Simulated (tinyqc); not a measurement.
Free and trapped electrons in a MOS channel with a dense trap tail: effect of the density of the tail at the conduction edge.

p-type body, charge-sheet picture, full ionisation (an idealisation for deep acceptors), Boltzmann statistics for free electrons. e = Ec - EF at the surface. Acceptor-like traps of density D(E) = D0 + De exp(-E/Ew) at depth E below Ec, from 0 to Eu, hold n_t = integral of D(E)/(1 + exp((e - E)/Vt)). psi = Eg - Vt ln(Nv/Na) - e; N_dep = sqrt(2 eps0 eps_r Na (psi - Vt)/q); n_f = sqrt(N_dep^2 + 2 eps0 eps_r Vt Nc exp(-e/Vt)/q) - N_dep; Vg = Vfb + psi + q (N_dep + n_t + n_f)/Cox, Cox = eps0 eox/tox.

VT is the Vg for n_f = 1e11 cm^-2; swing ln 10 n_f/(dn_f/dVg) at n_f = 1e8 cm^-2; the last three columns are for Vg = VT + 5.5 V, with free share n_f/(n_f + n_t) and field-effect mobility mf q (dn_f/dVg)/Cox; there EF is near the band edge, where Boltzmann statistics are rough.

Values chosen for this exercise; band and dielectric values close to those of silicon: temperature T = 300 K; band gap Eg = 1.12 eV; relative permittivity eps_r = 11.5; conduction-band density of states at T Nc = 2.84e19 cm^-3; valence-band density of states at T Nv = 2.65e19 cm^-3; relative permittivity of the insulator eox = 3.9; insulator thickness tox = 69 nm; acceptor density Na = 4.1e15 cm^-3; flat-band voltage without trapped charge Vfb = -0.87 V; constant background density of acceptor-like traps D0 = 3.8e10 cm^-2 eV^-1; decay energy of the tail Ew = 0.1 eV; depth below Ec down to which the traps reach Eu = 0.9 eV; mobility of free electrons mf = 160 cm^2/(V s).

Constants: q = 1.602176634e-19 C, kB = 1.380649e-23 J/K, Vt = kB T/q, eps0 = 8.8541878128e-14 F/cm where lengths are in cm. Results are converted to the units shown.

Results:
columns A: De (cm^-2 eV^-1); B: e at VT (eV); C: VT (V); D: q n_t/Cox at VT (V); E: swing (mV/decade); F: n_f (cm^-2); G: free share (%); H: field-effect mobility (cm^2/(V s))
```
A          B      C       D      E         F      G      H
1e12  0.1357  1.017  0.1846  107.9  1.717e12  94.03  156.0
5e12  0.1357  1.384  0.5511  142.2  1.542e12  79.37  147.1
1e13  0.1357  1.842   1.009  185.0  1.351e12  64.66  134.9
2e13  0.1357  2.758   1.925  270.5  1.051e12  44.16  110.3
4e13  0.1357  4.591   3.758  441.7  6.943e11  23.45  72.48
9e13  0.1357  9.171   8.339  869.6  3.716e11  8.440  32.48
2e14  0.1357  19.25   18.42   1811  2.132e11  2.820  12.56
```

Estimate the missing row, De = 2e12 cm^-2 eV^-1.

Computed row:
columns A: De (cm^-2 eV^-1); B: e at VT (eV); C: VT (V); D: q n_t/Cox at VT (V); E: swing (mV/decade); F: n_f (cm^-2); G: free share (%); H: field-effect mobility (cm^2/(V s))
```
A          B      C       D      E         F      G      H
2e12  0.1357  1.109  0.2762  116.5  1.672e12  90.10  153.9
```

With this row back in the table: As De goes from 1e12 to 2e14, VT rises from 1.02 to 19.2 V, its part due to traps rises from 0.185 to 18.4 V, the swing rises from 108 to 1810 mV/decade and the field-effect mobility falls from 156 to 12.6 cm^2/(V s).

Computed by the program tinyqc: `OMP_NUM_THREADS=1 python tinyqc.py 2222221 2222222 out.jsonl`, one thread of a shared Intel Xeon 2.30GHz, about 0.02 s for the whole run.
